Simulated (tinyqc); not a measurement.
Interstitial-substitutional diffusion of a fast metal impurity in a wafer (kick-out and dissociative mechanisms): one step, computed by the program tinyqc.

The metal moves as an interstitial A_i and dissolves on lattice sites either by kicking out a self-interstitial (A_i = A_s + I) or by filling a vacancy (A_i + V = A_s). With A_i at its solubility, local equilibrium and c = C_s/C_s*, self-interstitials and vacancies obey C_I/C_I* = 1/c and C_V/C_V* = c.

Task: Diffusivity against concentration. In defect-free silicon dc/dt = d/dx [(D_K/c^2 + D_F) dc/dx], c = 1 at both faces. D_K = D_I C_I*/C_s* and D_F = D_V C_V*/C_s*. The two terms are equal at c* = sqrt(D_K/D_F). Take c = 1, 0.5, 0.2, 0.1, 0.03 and 0.01.

Inputs (values chosen for the exercise, loosely like those of gold in silicon): temperature T = 975 C.

D_K = 2.789254e-10 cm^2/s

D_F = 1.482940e-10 cm^2/s

Give: c*; Effective diffusivity (cm^2/s).

Result:

c* = 1.3715

Effective diffusivity (cm^2/s):
```
c     kick-out term       total
1.00     2.7893e-10  4.2722e-10
0.50     1.1157e-09  1.2640e-09
0.20     6.9731e-09  7.1214e-09
0.10     2.7893e-08  2.8041e-08
0.03     3.0992e-07  3.1007e-07
0.01     2.7893e-06  2.7894e-06
```
